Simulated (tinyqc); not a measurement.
Harmonic frequencies on the RHF/sto-3g surface (energies and gradients from PySCF), for BeH2, spin multiplicity 1, step by step. Computed by tinyqc, a small Python program that keeps every step (integrals from PySCF). Settings: charge = 0, multiplicity = 1, basis = sto-3g, delta = 0.01. Command: `OMP_NUM_THREADS=1 python tinyqc.py 26221 26222 out.jsonl` (the two numbers bound the seeds that draw the settings). One thread of a shared host (Intel(R) Xeon(R) Processor @ 2.60GHz), about 2 s of CPU time with the checks.

## One row of the Hessian: 2Hy

optimised positions (bohr):
```
            x          y          z
1Be  0.023435   0.018247  -0.011946
2H   0.001382   2.455942   0.058064
3H   0.045103  -2.419387  -0.082022
```

gradient at +delta (hartree/bohr):
```
               x            y            z
1Be   0.00002781  -0.00239232  -0.00006089
2H   -0.00002445   0.00236781   0.00006396
3H   -0.00000335   0.00002452  -0.00000307
```

gradient at -delta (hartree/bohr):
```
               x            y            z
1Be  -0.00001171   0.00240807   0.00006474
2H    0.00001668  -0.00239647  -0.00006675
3H   -0.00000497  -0.00001160   0.00000201
```

Displace 2Hy by +/-0.01 bohr; H(k, :) = (g(+) - g(-)) / (2 delta).

row of the Hessian (hartree/bohr^2): 1Bex 0.00197599, 1Bey -0.24001939, 1Bez -0.00628150, 2Hx -0.00205668, 2Hy 0.23821368, 2Hz 0.00653578, 3Hx 0.00008069, 3Hy 0.00180571, 3Hz -0.00025428

## Hessian by finite differences

All rows are made in the same way, and the matrix is symmetrised.

Hessian (symmetrised) (hartree/bohr^2):
```
             1Bex         1Bey         1Bez          2Hx          2Hy          2Hz          3Hx          3Hy
1Bex   0.04268575  -0.00392250  -0.00011270  -0.02134670   0.00197580   0.00005674  -0.02134050   0.00194669
1Bey  -0.00392250   0.48006775   0.01256813   0.00197832  -0.24001937  -0.00628047   0.00194416  -0.24004841
1Bez  -0.00011270   0.01256813   0.04301165   0.00005682  -0.00628093  -0.02150919   0.00005588  -0.00628719
2Hx   -0.02134670   0.00197832   0.00005682   0.01068589  -0.00205647  -0.00005906   0.01066153   0.00007815
2Hy    0.00197580  -0.24001937  -0.00628093  -0.00205647   0.23821368   0.00653519   0.00008071   0.00180571
2Hz    0.00005674  -0.00628047  -0.02150919  -0.00005906   0.00653519   0.01085498   0.00000232  -0.00025472
3Hx   -0.02134050   0.00194416   0.00005588   0.01066153   0.00008071   0.00000232   0.01067969  -0.00202486
3Hy    0.00194669  -0.24004841  -0.00628719   0.00007815   0.00180571  -0.00025472  -0.00202486   0.23824272
3Hz    0.00005596  -0.00628762  -0.02150391   0.00000224  -0.00025426   0.01065493  -0.00005820   0.00654188

              3Hz
1Bex   0.00005596
1Bey  -0.00628762
1Bez  -0.02150391
2Hx    0.00000224
2Hy   -0.00025426
2Hz    0.01065493
3Hx   -0.00005820
3Hy    0.00654188
3Hz    0.01084970
```

## Normal modes

masses (u): 1Be 9.012182, 2H 1.007825, 3H 1.007825

Diagonalise H_ij / sqrt(m_i m_j); the 5 smallest eigenvalues belong to translations and rotations; wavenumber = sqrt(eigenvalue / 1822.888) x 219474.63; each mode has its largest component positive (the first on a tie); zero-point energy = sum of wavenumbers / 2, with 349.755 1/cm per kcal/mol.

eigenvalues of the mass-weighted Hessian (hartree/(bohr^2 u)): 0.000000  0.000000  0.000000  0.000002  0.000002  0.025894  0.025894  0.234799  0.291680

harmonic wavenumbers of the vibrations (1/cm): 827.2  827.2  2490.9  2776.2

mass-weighted modes:
```
         mode 1     mode 2     mode 3     mode 4
1Bex   0.063588  -0.422741   0.000034   0.003832
1Bey   0.012712  -0.001961  -0.000119  -0.427332
1Bez  -0.422568  -0.063673   0.000002  -0.012278
2Hx   -0.095091   0.632177  -0.006389  -0.005774
2Hy   -0.019008   0.002989   0.706964   0.638741
2Hz    0.631918   0.095220   0.020304   0.018345
3Hx   -0.095066   0.632011   0.006287  -0.005685
3Hy   -0.019006   0.002877  -0.706609   0.639134
3Hz    0.631751   0.095192  -0.020312   0.018372
```

zero-point energy = 9.894761 kcal/mol

Within a degenerate level the vectors are fixed only up to a rotation; this is one choice.
